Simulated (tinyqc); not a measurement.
Size effects in the resistivity of thin metal films and interconnect lines: one step, computed by the program tinyqc.

Electrons lose their drift at surfaces (a share 1 - p of the hits) and at grain boundaries (reflection R), besides bulk scattering.

Problem. Surfaces. Fuchs-Sondheimer film: rho_b/rho = 1 - (3/(2 kappa))(1 - p) int_0^1 (s - s^3)(1 - exp(-kappa/s))/(1 - p exp(-kappa/s)) ds, f = rho/rho_b, kappa = thickness/lambda, 80 Gauss-Legendre points.

Inputs (values chosen for the exercise, modelled on aluminium): bulk mean free path lambda = 19 nm; specularity p = 0; film thickness h = 7.3 nm.

Geometry: film.

Give: kappa = h/lambda; rho/rho_b from surfaces.

Solution.

kappa = h/lambda = 0.3842

rho/rho_b from surfaces = 2.171

The thick-film form 1 + 3 (1 - p)/(8 kappa) gives 1.976, a deviation of -9.0 %.
